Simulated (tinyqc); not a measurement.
Thermal RC ladder, step response: two steps of the calculation.

A ladder of 2 nodes: R_i joins node i to node i + 1, the last R to the ambient; C_i is the heat capacity of node i; theta is the rise above ambient, zero at t = 0. d theta/dt = -A theta + b with b = (Pw/C_1, 0, ...), times in ms.

Values chosen for this exercise:
```
symbol        value  unit                           meaning
R        [0.8, 1.2]   K/W  resistances, junction to ambient
C       [0.85, 1.7]  mJ/K      heat capacities of the nodes
```

Problem 1. The rate matrix. A = C^(-1) K, K_ii = 1/R_(i-1) + 1/R_i (no first term for node 1), K_(i,i+1) = K_(i+1,i) = -1/R_i.

Wanted: A.

Solution 1.

A (1/ms):
```
         node 1   node 2
node 1   1.4706  -1.4706
node 2  -0.7353   1.2255
```

Problem 2. Time constants and Foster resistances. The time constants tau_k are the inverse eigenvalues of A; the rise of node 1 per watt is Z(t) = sum_k r_k (1 - exp(-t/tau_k)), with r_k = v_k1^2 tau_k/C_1 and v_k the unit eigenvectors of C^(-1/2) K C^(-1/2).

Wanted: tau_k, rising; r_k.

Solution 2.

tau_k, rising (ms): 0.4175  3.322
r_k (K/W): 0.2743  1.726

The r_k add up to the sum of the R_i, 2.000 K/W; the slowest constant is 7.96 times the fastest.

tinyqc, about 0.01 s, one thread, Intel Xeon 2.30GHz (shared host): `OMP_NUM_THREADS=1 python tinyqc.py 2520071 2520072 out.jsonl`
